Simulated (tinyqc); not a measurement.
Resistance of a source-drain extension with a graded tip: one step of the calculation.

y runs along the channel, the gate covers y > 0. The doping is N0 for y < y0 and N0 10^(-(y - y0)/la) beyond, uniform over the depth xj. Sheet conductance s(y) = q mu(N) max(N - Nch, 0) xj + (for y > 0) ma Cox Vo, with mu(N) = u0 + (u1 - u0)/(1 + (N/Nr)^au) and Cox = eps0 eox/tox. Current is taken as one-dimensional; depletion of the tip, spreading and the contact are left out. The metallurgical junction lies at yj, where N = Nch.

Task. Resistance of the overlapped part. Midpoint rule on 12 equal steps from 0 to yj: R_ov = sum h/s(y), per width.

Parameters, values chosen for the exercise; mobility law close to that of electrons in silicon: relative permittivity of the gate insulator (close to aluminium oxide) eox = 8.87; insulator thickness tox = 8.6 nm; active doping of the extension far from the gate N0 = 2.9e20 cm^-3; lateral abruptness la = 5.9 nm/decade; position under the gate where the fall begins (gate edge at 0) y0 = -0.6 nm; depth of the extension xj = 17 nm; channel doping Nch = 1.3e18 cm^-3; gate overdrive Vo = 0.39 V; mobility of the gate-induced layer ma = 110 cm^2/(V s); mobility at low doping u1 = 1414 cm^2/(V s); mobility at high doping u0 = 68.5 cm^2/(V s); reference doping Nr = 9.2e16 cm^-3; exponent au = 0.711.

Constants: q = 1.602176634e-19 C, eps0 = 8.8541878128e-14 F/cm where lengths are in cm. Results are converted to the units shown.

Wanted: y; N; doped conductance; sheet resistance; R_ov.

Result.

```
point  y (nm)  N (cm^-3)  doped conductance (uS)  sheet resistance (ohm/square)
0      0.5523   1.850e20                    3727                          265.5
1       1.657   1.202e20                    2482                          396.7
2       2.762   7.810e19                    1664                          587.2
3       3.866   5.075e19                    1124                          859.8
4       4.971   3.297e19                   765.5                           1243
5       6.076   2.143e19                   525.4                           1771
6       7.180   1.392e19                   362.3                           2491
7       8.285   9.046e18                   249.2                           3467
8       9.390   5.878e18                   168.4                           4817
9       10.49   3.820e18                   108.0                           6795
10      11.60   2.482e18                   60.01                        1.008e4
11      12.70   1.613e18                   19.07                        1.717e4
```

R_ov = 55.17 ohm um

Program tinyqc, `OMP_NUM_THREADS=1 python tinyqc.py 2282106 2282107 out.jsonl`; Intel Xeon 2.30GHz, shared host, one thread, about 0.06 s.
